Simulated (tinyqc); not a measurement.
# Worked calculation: MOS inversion layer, Poisson-Schroedinger loop

Numbers from tinyqc (`OMP_NUM_THREADS=1 python tinyqc.py 2160096 2160097 out.jsonl`; about 0.9 s on one thread of a shared Intel Xeon 2.30GHz). Printed values are rounded.

Electrons confined at an insulator interface at z = 0, treated as a hard wall; parabolic valleys, Hartree approximation, no image or exchange terms. The depletion charge lies far deeper than the electrons and gives a uniform field q Nd/(eps0 eps_r); the gate balances all charge. Energies are counted from the band edge at the interface.

Parameters, values chosen for the exercise; masses and permittivity close to those of silicon (110): temperature T = 77 K; relative permittivity eps_r = 11.8; mass along z of valley set A (4 valley(s)) mz1 = 0.32 m0; in-plane density-of-states mass of set A md1 = 0.33 m0; mass along z of valley set B (2 valley(s)) mz2 = 0.193 m0; in-plane density-of-states mass of set B md2 = 0.42 m0; sheet density of electrons Ns = 1.1e13 cm^-2; sheet density of depletion charge Nd = 1e12 cm^-2; extra shift of set B (strain) dE = 0 eV; mesh step hz = 0.84 nm; mixing factor a = 0.3.

Constants: q = 1.602176634e-19 C, kB = 1.380649e-23 J/K, hbar = 1.054571817e-34 J s, m0 = 9.1093837015e-31 kg, Vt = kB T/q, eps0 = 8.8541878128e-14 F/cm where lengths are in cm, hbar^2/(2 m0) = 0.0380998212 eV nm^2. Results are converted to the units shown.

## Fixed part of the potential

| node | z (nm) |
|---|---|
| 1 | 0.84 |
| 2 | 1.68 |
| 3 | 2.52 |
| 4 | 3.36 |
| 5 | 4.2 |
| 6 | 5.04 |
| 7 | 5.88 |
| 8 | 6.72 |
| 9 | 7.56 |
| 10 | 8.4 |
| 11 | 9.24 |
| 12 | 10.08 |
| 13 | 10.92 |
| 14 | 11.76 |

V0 = q Nd z/(eps0 eps_r) in eV.

| node | fixed potential V0 (eV) |
|---|---|
| 1 | 0.012881 |
| 2 | 0.025763 |
| 3 | 0.038644 |
| 4 | 0.051525 |
| 5 | 0.064406 |
| 6 | 0.077288 |
| 7 | 0.090169 |
| 8 | 0.103050 |
| 9 | 0.115931 |
| 10 | 0.128813 |
| 11 | 0.141694 |
| 12 | 0.154575 |
| 13 | 0.167457 |
| 14 | 0.180338 |

## Round 1: levels and probability densities

| node | self-consistent potential U at the start (eV) |
|---|---|
| 1 | 0 |
| 2 | 0 |
| 3 | 0 |
| 4 | 0 |
| 5 | 0 |
| 6 | 0 |
| 7 | 0 |
| 8 | 0 |
| 9 | 0 |
| 10 | 0 |
| 11 | 0 |
| 12 | 0 |
| 13 | 0 |
| 14 | 0 |

Tridiagonal Hamiltonian with psi = 0 one step beyond both ends: H_ii = C (1/m_(i-1/2) + 1/m_(i+1/2))/hz^2 + V0_i + U_i (+ dE for the set B), H_(i,i+1) = -C/(m_(i+1/2) hz^2), C = hbar^2/(2 m0). The lowest 2 level(s) of each valley set are kept, normalised to hz sum |psi|^2 = 1. The mass is the same on all intervals.

levels (eV): A1 0.070498, A2 0.122631, B1 0.083619, B2 0.146673

| node | \|psi\|^2 of A1 (1/nm) | \|psi\|^2 of A2 (1/nm) | \|psi\|^2 of B1 (1/nm) | \|psi\|^2 of B2 (1/nm) |
|---|---|---|---|---|
| 1 | 0.084464 | 0.080077 | 0.052102 | 0.053356 |
| 2 | 0.232340 | 0.145850 | 0.159045 | 0.123564 |
| 3 | 0.297695 | 0.068428 | 0.237050 | 0.102482 |
| 4 | 0.256250 | 0.000123 | 0.246694 | 0.027267 |
| 5 | 0.168008 | 0.059591 | 0.202061 | 0.002119 |
| 6 | 0.089261 | 0.172276 | 0.137991 | 0.059368 |
| 7 | 0.039866 | 0.225127 | 0.081238 | 0.145047 |
| 8 | 0.015337 | 0.195904 | 0.042127 | 0.194593 |
| 9 | 0.005171 | 0.129156 | 0.019524 | 0.187162 |
| 10 | 0.001547 | 0.068584 | 0.008163 | 0.141813 |
| 11 | 0.000414 | 0.030270 | 0.003087 | 0.087911 |
| 12 | 0.000099 | 0.011180 | 0.001044 | 0.044579 |
| 13 | 0.000021 | 0.003307 | 0.000297 | 0.017356 |
| 14 | 0.000003 | 0.000603 | 0.000054 | 0.003861 |

## Round 1: Fermi level and occupations

Level k holds N_k = D_k Vt ln(1 + exp((EF - E_k)/Vt)) with D = 4 md1 m0 q/(pi hbar^2) for the set A, D = 2 md2 m0 q/(pi hbar^2) for the set B per eV (spin included); EF is fixed by sum N_k = Ns.

EF = 0.0860435 eV
N_k (cm^-2): A1 8.90721e12, A2 1.47143e10, B1 2.07783e12, B2 2.50432e8

## Round 1: density, output potential and mixing

n_i = sum_k N_k |psi_k|^2 (converted to cm^-3). Hartree part by Gauss: on the interval before node i the electrons still beyond are S_i = Ns - hz sum_(j<i) n_j, and U_i = U_(i-1) + q S_i hz/(eps0 eps_r) in eV, U_0 = 0 at the interface. Mixing: U(new) = U + a (U(out) - U).

| node | n (1e19 cm^-3) | U(out) (eV) | U after round 1 (eV) |
|---|---|---|---|
| 1 | 0.86179 | 0.141694 | 0.042508 |
| 2 | 2.40215 | 0.274063 | 0.082219 |
| 3 | 3.14522 | 0.380441 | 0.114132 |
| 4 | 2.79506 | 0.452786 | 0.135836 |
| 5 | 1.91721 | 0.494888 | 0.148466 |
| 6 | 1.08434 | 0.516245 | 0.154874 |
| 7 | 0.52725 | 0.525870 | 0.157761 |
| 8 | 0.22707 | 0.529789 | 0.158937 |
| 9 | 0.08857 | 0.531251 | 0.159375 |
| 10 | 0.03179 | 0.531756 | 0.159527 |
| 11 | 0.01057 | 0.531916 | 0.159575 |
| 12 | 0.00323 | 0.531961 | 0.159588 |
| 13 | 0.00085 | 0.531972 | 0.159592 |
| 14 | 0.00015 | 0.531974 | 0.159592 |

## Course of the self-consistent loop

Start from U = 0. Stop when the largest |U(out) - U| is below 1e-7 eV, or after 120 rounds.

Course of the iteration:

| round | level A1 (eV) | EF (eV) | largest \|U(out) - U\| (eV) |
|---|---|---|---|
| 1 | 0.0704984 | 0.0860435 | 0.532 |
| 2 | 0.174318 | 0.192766 | 0.205 |
| 3 | 0.223987 | 0.242894 | 0.122 |
| 4 | 0.254649 | 0.273707 | 0.0765 |
| 5 | 0.274501 | 0.293615 | 0.0496 |
| 6 | 0.287675 | 0.306810 | 0.0335 |
| 7 | 0.296554 | 0.315695 | 0.0228 |
| 8 | 0.302601 | 0.321743 | 0.0156 |
| 9 | 0.306749 | 0.325890 | 0.0107 |
| ... | ... | ... | ... |
| 33 | 0.316074 | 0.335210 | 1.70e-6 |
| 34 | 0.316074 | 0.335210 | 1.18e-6 |
| 35 | 0.316074 | 0.335210 | 8.25e-7 |
| 36 | 0.316075 | 0.335211 | 5.75e-7 |
| 37 | 0.316075 | 0.335211 | 4.02e-7 |
| 38 | 0.316075 | 0.335211 | 2.80e-7 |
| 39 | 0.316075 | 0.335211 | 1.96e-7 |
| 40 | 0.316075 | 0.335211 | 1.37e-7 |
| 41 | 0.316075 | 0.335211 | 9.53e-8 |

Converged in 41 rounds. Towards the end the residual shrinks by a factor of about 0.70 a round.

## Converged levels, occupations and centroid

| node | converged U (eV) |
|---|---|
| 1 | 0.141694 |
| 2 | 0.236211 |
| 3 | 0.279088 |
| 4 | 0.294857 |
| 5 | 0.299948 |
| 6 | 0.301444 |
| 7 | 0.301854 |
| 8 | 0.301961 |
| 9 | 0.301987 |
| 10 | 0.301994 |
| 11 | 0.301996 |
| 12 | 0.301996 |
| 13 | 0.301996 |
| 14 | 0.301996 |

Solve for the levels with V0 + U, find EF, n_i = sum_k N_k |psi_k|^2 (in cm^-3); share of each level N_k/Ns; centroid sum n z/sum n.

levels (eV): A1 0.316075, A2 0.403678, B1 0.349682, B2 0.431213
EF = 0.335211 eV
shares (%): A1 97.7340, A2 0.0011, B1 2.2649, B2 0.0000

| node | n (1e19 cm^-3) |
|---|---|
| 1 | 4.36002 |
| 2 | 4.77260 |
| 3 | 2.50525 |
| 4 | 0.98686 |
| 5 | 0.33223 |
| 6 | 0.10042 |
| 7 | 0.02801 |
| 8 | 0.00737 |
| 9 | 0.00187 |
| 10 | 0.00046 |
| 11 | 0.00011 |
| 12 | 0.00003 |
| 13 | 0.00001 |
| 14 | 0.00000 |

centroid = 1.79031 nm

An 800-node mesh to 20 nm with 8 levels a set gives A1 = 0.3208 eV, EF = 0.3400 eV and a centroid of 1.838 nm; the levels kept above hold 100 % of the electrons there. The coarse centroid is 2.6 % below the fine one.

## Closed-form estimates

Triangular well: E_k = a_k (C F^2/mz)^(1/3), a_1 = 2.338107, a_2 = 4.087949, C = hbar^2/(2 m0), F in eV/nm. Fang-Howard (all electrons in the lowest level of set A): b^3 = 6 (mz1/C) q (Nd + 11 Ns/32)/(eps0 eps_r), centroid 3/b, level C b^2/(4 mz1) + (3/b) q (Nd + 11 Ns/16)/(eps0 eps_r). Use F = q (Nd + Ns)/(eps0 eps_r), the surface field, and F = q (Nd + Ns/2)/(eps0 eps_r).

A1 with the surface field = 0.372131 eV
A1 with Nd + Ns/2 = 0.247277 eV
A2 with Nd + Ns/2 = 0.432340 eV
b = 1.54597 1/nm
Fang-Howard centroid = 1.94053 nm
Fang-Howard level = 0.325941 eV

Against the self-consistent A1 = 0.3208 eV on a fine mesh, the surface-field estimate is 16 % above it, the half-charge one 23 % below it and Fang-Howard 1.6 % above it. A1 holds 97.9 % of the electrons, and the Fang-Howard centroid is 5.6 % above the full one.
